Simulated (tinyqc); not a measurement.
Raising U: Hubbard chain of 4 sites, mean field against exact. Computed by the program tinyqc. 

one-body matrix (hopping and site energies) (eV):
```
         1        2        3        4
1   0.1800  -1.9800   0.0000   0.0000
2  -1.9800   0.0400  -1.9800   0.0000
3   0.0000  -1.9800  -0.2300  -1.9800
4   0.0000   0.0000  -1.9800  -0.3000
```

electrons, up and down: 2  2

Collinear unrestricted mean field (the lowest of 40 random starts) against exact diagonalisation.

Exact and mean-field results (eV):
```
U            U/t    E exact  E mean field  mean |n_up - n_down|  double occupancy, exact  first gap in the sector
0.9900    0.5000  -8.238780     -8.187977                0.0000                   0.2249                   2.1640
1.9800    1.0000  -7.398956     -7.196258                0.0000                   0.1994                   1.9321
3.9600    2.0000  -6.009795     -5.261731                0.3897                   0.1525                   1.5596
5.9400    3.0000  -4.960805     -3.960273                0.6957                   0.1140                   1.2800
7.9200    4.0000  -4.178804     -3.151389                0.8196                   0.0850                   1.0693
11.8800   6.0000  -3.145781     -2.252826                0.9177                   0.0495                   0.7871
15.8400   8.0000  -2.522239     -1.779487                0.9534                   0.0312                   0.6150
23.7600  12.0000  -1.830846     -1.295442                0.9792                   0.0152                   0.4232
39.6000  20.0000  -1.237882     -0.903020                0.9925                   0.0057                   0.2583
```

In absolute terms mean field is worst at U/t = 4.0, 1.027 eV too high: at small U it is nearly exact, and at large U it misses only exchange-scale energies. Its local moments set in at U/t = 2.0 of those listed, a broken symmetry that the exact state of a finite cluster with equal spins does not have. Relative to the exact energy its error is 0.6 % at the smallest U, 29 % at most and 27 % at the largest. The double occupancy falls from 0.225 to 0.006.
